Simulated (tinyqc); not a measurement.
Barrier width: Kronig-Penney superlattice by transfer matrices.

Wells (width a, potential 0, mass mw) alternate with barriers (width b, height V0, mass mb); period d = a + b; c = hbar^2/2m0. The vector (psi, psi'/m) is continuous, and a layer of thickness t carries it by M = [[cos kt, (m/k) sin kt], [-(k/m) sin kt, cos kt]] with k = sqrt(m (E - V)/c); for E < V, k = i kappa gives [[cosh, (m/kappa) sinh], [(kappa/m) sinh, cosh]] of kappa t. A Bloch state obeys cos(q d) = tr(Mb Mw)/2.

Constants: hbar^2/2m0 = 3.80998211 eV angstrom^2.

Values chosen for the exercise (near those of a GaAs superlattice with barriers of AlGaAs; not measured data): a = 60 angstrom (well width); V0 = 0.194 eV (barrier height); mw = 0.0674 m0 (mass in the wells); mb = 0.0869 m0 (mass in the barriers); bs = (22.5, 33.8, 45, 58.5, 72, 90, 112.5) angstrom (barrier widths).

First miniband against b. m_z = -2 c f'/d^2 with f = tr M/2 at the bottom of the band. E1 is the level of the single well, kappa1 its decay constant in the barrier.

First miniband:
```
b (angstrom)  bottom (eV)  top (eV)  W (meV)    ln W  m_z (m0)
22.5               0.0395    0.0784    38.90   3.661    0.0881
45.0               0.0510    0.0617    10.65   2.366     0.154
58.5               0.0536    0.0586    4.971   1.604     0.240
72.0               0.0549    0.0572    2.327   0.845     0.396
90.0               0.0556    0.0565   0.8473  -0.166     0.817
112.5              0.0559    0.0561   0.2398  -1.428      2.15
```

Give the missing row, b (angstrom) = 33.8.

Computed row:
```
b (angstrom)  bottom (eV)  top (eV)  W (meV)   ln W  m_z (m0)
33.8               0.0470    0.0671    20.17  3.004     0.113
```

E1 = 0.0560 eV
kappa1 = 0.0561 1/angstrom

W falls from 38.9 to 0.24 meV, and both edges close in on E1. The slope of ln W is -0.0581 per angstrom over the first two rows and -0.0561 over the last two, against -kappa1 = -0.0561: the width follows one power of the tunnelling amplitude once the wells couple weakly. m_z grows by a factor 24.4.

Program tinyqc; command `OMP_NUM_THREADS=1 python tinyqc.py 1281034 1281035 out.jsonl`; about 0.09 s on one thread of a shared Intel(R) Xeon(R) Processor @ 2.30GHz.
